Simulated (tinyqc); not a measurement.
# Changing the J1

Model: polytypes and stacking faults of a tetrahedral semiconductor in an axial Ising model with couplings up to third neighbours. Computed by tinyqc, a small Python program. Command: `OMP_NUM_THREADS=1 python tinyqc.py 3003444 3003445 out.jsonl polytype sweep`. One thread of a shared host (Intel(R) Xeon(R) Processor @ 2.30GHz), about 0.02 s of CPU time with the checks.

Each double layer has s = +1 or -1 for the sense of its stacking step; E per pair of atoms = E0 - sum_n J_n <s_i s_(i+n)>, n = 1, 2, 3. Hexagonality h = (1 - <s_i s_(i+1)>)/2.

Inputs (values chosen for the exercise, of the order of those of silicon for J, a, G and the gaps):

| quantity | value | unit |
|---|---|---|
| J2 | -0.673 | meV/pair |
| J3 | -0.28 | meV/pair |
| basal lattice constant a | 3.84 | angstrom |
| shear modulus G | 65.1 | GPa |
| Poisson ratio nu | 0.29 | - |
| gap of 3C | 1.17 | eV |
| gap of 4H | 1.1 | eV |

Host polytype: 3C.

correlations of the repeat units 3C (+), 2H (+-), 4H (++--), 6H (+++---), 15R (+++--), 8H (++++----), 21R (++++---), 9R (++-):
```
         n = 1      n = 2      n = 3
3C    1.000000   1.000000   1.000000
2H   -1.000000   1.000000  -1.000000
4H    0.000000  -1.000000   0.000000
6H    0.333333  -0.333333  -1.000000
15R   0.200000  -0.600000  -0.600000
8H    0.500000   0.000000  -0.500000
21R   0.428571  -0.142857  -0.714286
9R   -0.333333  -0.333333   1.000000
```

fault coefficients k_n:
```
               J1  J2  J3
intrinsic       4   4   4
extrinsic       4   8   8
twin boundary   2   4   6
```

Constants: 1 eV/angstrom^2 = 16.02176634 J/m^2.

Method:
- E - E(3C) = sum_n J_n (1 - C_n), C_n = <s_i s_(i+n)>. The gap is taken linear in h between 3C (h = 0) and 4H (h = 1/2), a rough rule, with a dash beyond.
- Faults in 3C: the sequences intrinsic (-), extrinsic (--), twin boundary (+ turns to -) are put between perfect repeats; k_n = (layers x C_n of the host) - sum_i s_i s_(i+n). gamma = sum k_n J_n/A, A = (sqrt 3/2) a^2; 1 meV/angstrom^2 = 16.02177 mJ/m^2.
- Screw line, bounded by the intrinsic fault of energy gamma: b = a, partials b_p = a/sqrt 3; d = G b_p^2 (2 - 3 nu)/(8 pi gamma (1 - nu)). One partial is driven off by the shear stress gamma/b_p along its Burgers vector.

One run for each value:

| J1 (meV/pair) | E(2H) - E(3C) (meV/pair) | E(4H) - E(3C) (meV/pair) | E(6H) - E(3C) (meV/pair) | energy of the glide fault, intrinsic (mJ/m^2) | splitting width d (nm) |
|---|---|---|---|---|---|
| 8.05 | 15.54 | 6.424 | 3.909 | 35.62 | 5.689 |
| 8.64 | 16.72 | 7.014 | 4.303 | 38.58 | 5.253 |
| 9.23 | 17.90 | 7.604 | 4.696 | 41.54 | 4.878 |
| 9.81 | 19.06 | 8.184 | 5.083 | 44.45 | 4.559 |
| 10.40 | 20.24 | 8.774 | 5.476 | 47.41 | 4.274 |
| 11.00 | 21.44 | 9.374 | 5.876 | 50.42 | 4.019 |
| 11.60 | 22.64 | 9.974 | 6.276 | 53.43 | 3.792 |
| 12.20 | 23.84 | 10.574 | 6.676 | 56.44 | 3.590 |
| 12.70 | 24.84 | 11.074 | 7.009 | 58.95 | 3.437 |

What does the table show, and why?

Over the rows, E(2H) - E(3C) (meV/pair) rises from 15.5 to 24.8; E(4H) - E(3C) (meV/pair) rises from 6.42 to 11.1; E(6H) - E(3C) (meV/pair) rises from 3.91 to 7.01. All energies are linear in J1, with slopes 2, 1 and 2/3 for 2H, 4H and 6H: twice the hexagonality.

Extremes, crossings and ranges named in words are read from the listed rows.
